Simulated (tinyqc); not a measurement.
# Tunnelling through a gate dielectric, WKB transmission and Tsu-Esaki current: dielectrics compared at equal EOT

Electrons leave the emitter at x = 0. Energies E (motion across the layers) are in eV from the emitter Fermi level; the collector Fermi level lies at -V and offers states at every E. No charge in the dielectric and no image force: F1 = V/t1, U = phi1 - F1 x. With C = hbar^2/(2 m0), kappa = sqrt(m (U - E)/C) where U > E and 0 elsewhere; T(E) = exp(-S), S = 2 times the integral of kappa over x.

A single layer of thickness t1 = EOT eps_r/3.9 for each dielectric, at V = 1.2 V. Each layer adds (2/F) sqrt(m/C) [G(u at its left edge) - G(u at its right edge)] to S, with u = U - E (0 where negative) and G(u) = (2/3) u^1.5. J = J0 times the integral of T(E) N(E) dE, N = ln[(1 + exp(-E/Vt))/(1 + exp((-E - V)/Vt))], J0 = q^2 me m0 kB T/(2 pi^2 hbar^3) (times 1e-4 for A/cm^2 per eV), from E = -Ef to far above the barrier (T = 1 there), by quadrature converged to the digits shown.

Inputs (values chosen for the exercise): temperature T = 350 K; Fermi energy of the emitter above its band bottom Ef = 3.7 eV; emitter mass in the supply function me = 1 m0; equivalent oxide thickness EOT = 1.5 nm.

Constants: q = 1.602176634e-19 C, kB = 1.380649e-23 J/K, hbar = 1.054571817e-34 J s, m0 = 9.1093837015e-31 kg, Vt = kB T/q, hbar^2/(2 m0) = 0.0380998212 eV nm^2. Results are converted to the units shown.

Dielectrics (values chosen for the exercise, close to those of the materials named):

|  | eps_r | phi1 (eV) | m1 (m0) |
|---|---|---|---|
| silicon dioxide | 4.07 | 3.16 | 0.5 |
| silicon nitride | 7.6 | 2.02 | 0.5 |
| aluminium oxide | 8.78 | 2.72 | 0.42 |
| hafnium oxide | 21.2 | 1.43 | 0.2 |
| zirconium oxide | 25.3 | 1.45 | 0.26 |

Leakage at equal EOT:

|  | t1 (nm) | S at E = 0 | J (A/cm^2) | eps_r sqrt(m1 phi1) |
|---|---|---|---|---|
| silicon dioxide | 1.565 | 18.10 | 20.23 | 5.116 |
| silicon nitride | 2.923 | 25.04 | 0.003298 | 7.638 |
| aluminium oxide | 3.377 | 32.54 | 2.357e-6 | 9.384 |
| hafnium oxide | 8.154 | 33.21 | 4.565e-7 | 11.34 |
| zirconium oxide | 9.731 | 45.78 | 2.703e-10 | 15.53 |

What does the table show?

From the lowest current to the highest: zirconium oxide, hafnium oxide, aluminium oxide, silicon nitride, silicon dioxide; the span is 10.9 decades. The figure eps_r sqrt(m1 phi1), to which S is proportional at low voltage, gives the same order.

Program tinyqc, `OMP_NUM_THREADS=1 python tinyqc.py 2540026 2540027 out.jsonl`; Intel Xeon 2.30GHz, shared host, one thread, about 0.02 s.
